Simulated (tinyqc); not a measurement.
Inside a calculation. Model: molecular dynamics of a small cluster by velocity Verlet steps. Computed by tinyqc, a small Python program that keeps every step. Command: `OMP_NUM_THREADS=1 python tinyqc.py 3009859 3009860 out.jsonl verlet walk`. One thread of a shared host (Intel(R) Xeon(R) Processor @ 2.30GHz), about 0.2 s of CPU time with the checks. Intermediate numbers are printed to about 7 digits and carried at full precision; extremes and crossings named in words are read from the listed rows.

E = sum_i {sum_j A exp(-p (r_ij/r0 - 1)) - xi sqrt(rho_i)}, rho_i = sum_j exp(-2 q (r_ij/r0 - 1)); the force on i is -sum_j w_ij (R_i - R_j)/r_ij with w_ij = -(2p/r0) A exp(-p (r_ij/r0 - 1)) + (xi q/r0) exp(-2 q (r_ij/r0 - 1)) (rho_i^(-1/2) + rho_j^(-1/2)).

Inputs (values chosen for the exercise, for model atoms):
```
quantity       value      unit
length r0       2.35  angstrom
repulsion A     0.17        eV
hopping xi      2.74        eV
decay p         10.6         -
decay q         2.28         -
atomic mass M   48.2         u
time step dt     1.3        fs
steps            300         -
```

Potential: Gupta. Thermostat: none.

starting positions (angstrom):
```
           x      y      z
atom 1  0.08   0.01   0.03
atom 2  2.17  -0.02   0.01
atom 3   2.2   2.18      0
atom 4  0.05   2.19   0.03
atom 5  1.01   1.08   1.55
atom 6   1.1   1.04  -1.51
```

starting velocities (angstrom/fs):
```
               x         y         z
atom 1   -0.0014  -0.00217  -0.00053
atom 2   0.00064  -0.00114   0.00072
atom 3   0.00073  -0.00146   0.00144
atom 4   0.00184   0.00105   0.00054
atom 5  -0.00228   0.00289  -0.00197
atom 6   0.00048   0.00083   -0.0002
```

Constants: 1 eV/(angstrom u) = 9.648533212e-03 angstrom/fs^2; k_B = 8.617333262e-05 eV/K.

## State at the start

Velocity Verlet: a = c F/M with c = 9.648533212e-3 angstrom/fs^2 per eV/(angstrom u); R(new) = R + v dt + a dt^2/2; v(new) = v + (a + a(new)) dt/2. Kinetic energy K = M v^2/(2c); temperature T = 2K/((3N - 3) k_B), rotation of the cluster included.

forces (eV/angstrom):
```
                x          y          z
atom 1  -2.343100  -1.349755  -0.392156
atom 2   1.448292  -0.086144   0.509595
atom 3   0.165346  -0.301227   0.265907
atom 4  -0.789441   0.672826  -0.601073
atom 5   1.348007   0.377753   1.300300
atom 6   0.170896   0.686547  -1.082573
```

potential energy = -30.57027 eV

kinetic energy = 0.09263275 eV

temperature = 143.3278 K

## Step 1

The formulas are those given above.

positions after step 1 (angstrom):
```
               x          y          z
atom 1  0.077784   0.006951   0.029245
atom 2  2.171077  -0.021497   0.011022
atom 3  2.200977   2.178051   0.001917
atom 4  0.052258   2.191479   0.030600
atom 5  1.007264   1.083821   1.547659
atom 6  1.100653   1.041195  -1.510443
```

new forces (eV/angstrom):
```
                x          y          z
atom 1  -2.244425  -1.270316  -0.401023
atom 2   1.363516  -0.061338   0.498036
atom 3   0.195535  -0.286410   0.246341
atom 4  -0.839663   0.671537  -0.660688
atom 5   1.360961   0.297533   1.332854
atom 6   0.164077   0.648994  -1.015520
```

velocities after step 1 (angstrom/fs):
```
                   x             y             z
atom 1  -0.001996906  -0.002510911  -0.000633205
atom 2   0.001005859  -0.001159190   0.000851108
atom 3   0.000776956  -0.001536460   0.001506651
atom 4   0.001628029   0.001224922   0.000375826
atom 5  -0.001927522   0.002977865  -0.001627387
atom 6   0.000523585   0.001003774  -0.000472994
```

total energy = -30.47767 eV

## Step 2

The formulas are those given above.

positions after step 2 (angstrom):
```
               x          y          z
atom 1  0.074808   0.003472   0.028354
atom 2  2.172615  -0.023014   0.012213
atom 3  2.202020   2.176005   0.003917
atom 4  0.054233   2.193185   0.030977
atom 5  1.004988   1.087742   1.545769
atom 6  1.101361   1.042610  -1.511230
```

new forces (eV/angstrom):
```
                x          y          z
atom 1  -2.110411  -1.166298  -0.402613
atom 2   1.253031  -0.029796   0.482583
atom 3   0.220064  -0.273084   0.225635
atom 4  -0.878020   0.655301  -0.714325
atom 5   1.360345   0.210175   1.337805
atom 6   0.154991   0.603702  -0.929085
```

velocities after step 2 (angstrom/fs):
```
                   x             y             z
atom 1  -0.002563536  -0.002827951  -0.000737770
atom 2   0.001346311  -0.001171047   0.000978701
atom 3   0.000831032  -0.001609259   0.001568062
atom 4   0.001404533   0.001397564   0.000196916
atom 5  -0.001573440   0.003043925  -0.001279894
atom 6   0.000565101   0.001166769  -0.000726016
```

total energy = -30.47773 eV

## Fastest vibration

Relax the cluster, diagonalise the Hessian (central differences): omega_max = sqrt(c lambda_max/M). Verlet steps are stable for omega_max dt < 2.

omega_max = 0.09557825 1/fs

shortest period = 65.73865 fs

omega_max dt = 0.1242517

The step is 1/50.6 of the shortest period.

## The trajectory

Spread = largest minus smallest value. The test of the step is the spread (largest minus smallest) of the total energy over the run without thermostat, against the spread of K; the step passes below 5 %. The mean T is over the second half.

Course of the run (evenly spaced rows):
```
step  t (fs)     U (eV)     K (eV)  U + K (eV)     T (K)
0        0.0  -30.57027  0.0926328   -30.47763  143.3278
21      27.3  -30.61232  0.1345400   -30.47778  208.1695
42      54.6  -30.68560  0.2075667   -30.47803  321.1616
63      81.9  -30.67761  0.1996271   -30.47799  308.8769
84     109.2  -30.59390  0.1160389   -30.47786  179.5433
105    136.5  -30.72601  0.2479727   -30.47804  383.6805
126    163.8  -30.56454  0.0868167   -30.47772  134.3289
147    191.1  -30.66316  0.1852161   -30.47794  286.5792
168    218.4  -30.66775  0.1897645   -30.47799  293.6167
189    245.7  -30.67767  0.1997201   -30.47795  309.0207
210    273.0  -30.59392  0.1161237   -30.47780  179.6747
231    300.3  -30.65434  0.1765312   -30.47781  273.1412
252    327.6  -30.57432  0.0966109   -30.47771  149.4830
273    354.9  -30.65858  0.1806660   -30.47792  279.5389
294    382.2  -30.69380  0.2157727   -30.47802  333.8585
```

spread of the total energy = 4.846717e-04 eV

spread of the total over spread of K = 0.002892847

mean temperature = 255.0747 K

The total energy keeps within 0.29 % of the swings of K, so the step passes.

## Energy conservation against the time step

Runs without thermostat over the same span of time, steps x dt; spread = largest minus smallest value. For contrast, the energy gained over the first 30 dt (dt of the inputs) by explicit Euler steps: R(new) = R + v dt, v(new) = v + a dt.

Energy error (eV):
```
dt (fs)  omega_max dt  Verlet, spread of U + K  Euler, gain in U + K
0.1625      0.0155315             7.586654e-06             0.0100727
0.3250      0.0310629             3.034404e-05             0.0205408
0.6500      0.0621259             1.213299e-04             0.0427031
1.3000      0.1242517             4.846717e-04             0.0921930
2.6000      0.2485035             1.936723e-03             0.2135161
3.9000      0.3727552             4.260254e-03             0.3663613
```

The Verlet error grows as dt^2.00 between the first rows, the second order of the method. Euler steps gain energy steadily: over that short span the gain in the first row is already 1300 times the Verlet spread of the whole run, and it grows as dt^1.03, tending to the first order of that method as dt shrinks.

Checks made by the program: time reversal over 50 steps (relative difference below 1e-10).
